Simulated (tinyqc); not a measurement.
Hueckel theory of the pi electrons, for the molecule C=C1C=CC=CC=C1 (SMILES; centres numbered as the heavy atoms are written), step by step. Computed by tinyqc, a small Python program that keeps every step. Settings: charge = 0. Command: `OMP_NUM_THREADS=1 python tinyqc.py 31054 31055 out.jsonl` (the two numbers bound the seeds that draw the settings). One thread of a shared host (Intel(R) Xeon(R) Processor @ 2.60GHz), about 0.01 s of CPU time with the checks.

## The Hueckel matrix

Centres:
```
centre,"z_r, pi electrons of the neutral centre",h
1C,1,0.00000
2C,1,0.00000
3C,1,0.00000
4C,1,0.00000
5C,1,0.00000
6C,1,0.00000
7C,1,0.00000
8C,1,0.00000
```

Bonds:
```
i,j,k
1,2,1
2,3,1
3,4,1
4,5,1
5,6,1
6,7,1
7,8,1
8,2,1
```

H_rr = alpha + h_r beta, H_rs = k_rs beta for bonded centres.

Hueckel matrix in units of beta (H = alpha + beta A), lower triangle:
```
,1C,2C,3C,4C,5C,6C,7C,8C
1C,0.00000
2C,1.00000,0.00000
3C,0.00000,1.00000,0.00000
4C,0.00000,0.00000,1.00000,0.00000
5C,0.00000,0.00000,0.00000,1.00000,0.00000
6C,0.00000,0.00000,0.00000,0.00000,1.00000,0.00000
7C,0.00000,0.00000,0.00000,0.00000,0.00000,1.00000,0.00000
8C,0.00000,1.00000,0.00000,0.00000,0.00000,0.00000,1.00000,0.00000
```

## Orbitals

pi electrons, sum of z_r less the charge = 8

Diagonalise; E = alpha + x beta with beta < 0, so the largest x are filled first; degenerate levels share their electrons. P = sum n_i c_ri c_si; each orbital has its largest coefficient positive (the first on a tie).

x values: 2.09118  1.44272  1.24698  0.21629  -0.44504  -0.77638  -1.80194  -1.97382

occupations: 2.00000  2.00000  2.00000  2.00000  0.00000  0.00000  0.00000  0.00000

coefficients:
```
,MO1,MO2,MO3,MO4,MO5,MO6,MO7,MO8
1C,0.23158,-0.33288,0.00000,0.70061,0.00000,0.50236,0.00000,-0.30387
2C,0.48428,-0.48026,0.00000,0.15154,0.00000,-0.39002,0.00000,0.59979
3C,0.39057,-0.18000,0.41791,-0.33392,0.52112,-0.09978,0.23192,-0.44000
4C,0.33247,0.22057,0.52112,-0.22376,-0.23192,0.46749,-0.41791,0.26869
5C,0.30469,0.49822,0.23192,0.28552,-0.41791,-0.26317,0.52112,-0.09035
6C,0.30469,0.49822,-0.23192,0.28552,0.41791,-0.26317,-0.52112,-0.09035
7C,0.33247,0.22057,-0.52112,-0.22376,0.23192,0.46749,0.41791,0.26869
8C,0.39057,-0.18000,-0.41791,-0.33392,-0.52112,-0.09978,-0.23192,-0.44000
```

charge and bond-order matrix P, lower triangle:
```
,1C,2C,3C,4C,5C,6C,7C,8C
1C,1.31059
2C,0.75638,0.97628
3C,-0.16716,0.44998,0.94218
4C,-0.30640,0.04234,0.76530,0.96165
5C,0.20950,-0.09690,0.06181,0.53633,0.95273
6C,0.20950,-0.09690,-0.32587,0.05289,0.73758,0.95273
7C,-0.30640,0.04234,-0.10582,-0.12462,0.05289,0.53633,0.96165
8C,-0.16716,0.44998,0.24360,-0.10582,-0.32587,0.06181,0.76530,0.94218
```

## Energy, charges, bond orders

E = sum n x; q_r = z_r - P_rr; bond order p = P_rs; free valence = sqrt(3) - sum of p over the bonds of the atom.

pi energy = 8 alpha + this times beta = 9.99435

pi charges: 1C -0.31059, 2C 0.02372, 3C 0.05782, 4C 0.03835, 5C 0.04727, 6C 0.04727, 7C 0.03835, 8C 0.05782

Bond orders and lengths from R = 1.517 - 0.180 p (angstrom, C-C alone):
```
bond,p,R
1-2,0.75638,1.38085
2-3,0.44998,1.43600
3-4,0.76530,1.37925
4-5,0.53633,1.42046
5-6,0.73758,1.38424
6-7,0.53633,1.42046
7-8,0.76530,1.37925
8-2,0.44998,1.43600
```

free valence of the carbons: 1C 0.97567, 2C 0.07571, 3C 0.51677, 4C 0.43042, 5C 0.45814, 6C 0.45814, 7C 0.43042, 8C 0.51677

gap between the highest filled and the next level = 0.66134 |beta|
